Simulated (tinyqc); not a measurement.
As the film thickens, and with more bath resistance: electroplating on a thin resistive seed layer: kinetics, Wagner number and the terminal effect across a wafer. Computed by tinyqc, a small Python program. Command: `OMP_NUM_THREADS=1 python tinyqc.py 3121046 3121047 out.jsonl terminal walk`. One thread of a shared host (Intel(R) Xeon(R) Processor @ 2.30GHz), about 0.02 s of CPU time with the checks.

Current enters the seed at the rim. The bath is treated as a local resistance per area (no lateral flow in the liquid), two electrons per ion, molar volume 7.11 cm^3/mol, Faraday constant F = e N_A, kinematic viscosity 0.01 cm^2/s, omega = 2 pi x rpm/60; k_B T/e is in volts.

Inputs (values chosen for the exercise, of the order of those for copper plating from an acid sulfate bath):

| quantity | value | unit |
|---|---|---|
| wafer radius R | 10 | cm |
| seed thickness t | 21 | nm |
| seed resistivity | 13 | microohm cm |
| bath conductivity kappa | 0.18 | S/cm |
| gap to the anode h | 6.5 | cm |
| extra resistance of a porous plate | 270 | ohm cm^2 |
| exchange current density i_0 | 0.28 | mA/cm^2 |
| cathodic transfer coefficient alpha | 0.82 | - |
| mean current density | 6.9 | mA/cm^2 |
| diffusivity of the metal ion | 6e-06 | cm^2/s |
| metal ion concentration | 0.71 | mol/L |
| rotation rate | 100 | rpm |
| temperature T | 298 | K |

Constants: e = 1.602176634e-19 C; N_A = 6.02214076e+23 1/mol; k_B = 8.617333262e-05 eV/K.

Method:
- Growth rate = i V_m/(2 F). Levich limit i_L = 0.62 x 2 F D^(2/3) omega^(1/2) nu^(-1/6) c. Tafel overpotential eta = (k_B T/(alpha e)) ln(i/i_0); kinetic resistance k_B T/(alpha e i); bath resistance h/kappa + plate; R_s = resistivity/t; Wagner number = kinetic resistance x kappa/R.
- Full model: seed potential phi(r) with (1/r)(r phi')' = R_s i, where i solves phi = R_b i + (k_B T/(alpha e)) ln(i/i_0) (phi being the driving voltage left at r); phi'(0) = 0 and phi'(R) = R_s i_mean R/2. Solved by collocation to a tolerance of 1e-7.
- The film is taken as uniform, with the seed resistivity; the last column adds 100 ohm cm^2 to R_b. Extra power of that plate = i^2 x 100 ohm cm^2 x area.

sheet resistance R_s = 6.19048 ohm/square

bath resistance R_b = 306.111 ohm cm^2

Edge over centre:

| thickness (nm) | R_s (ohm/square) | as given | with 100 ohm cm^2 more |
|---|---|---|---|
| 21.0 | 6.1905 | 1.5636 | 1.4138 |
| 31.5 | 4.1270 | 1.3607 | 1.2675 |
| 42.0 | 3.0952 | 1.2650 | 1.1975 |
| 63.0 | 2.0635 | 1.1731 | 1.1296 |
| 105.0 | 1.2381 | 1.1021 | 1.0768 |
| 210.0 | 0.6190 | 1.0504 | 1.0380 |
| 420.0 | 0.3095 | 1.0251 | 1.0189 |

extra power = 1.4957 W

What follows from these numbers?

The ratio falls below 1.1 from 210 nm on as given, and from 105 nm on with the added resistance: what counts is R_s R^2 against the sum of kinetic and bath resistance.
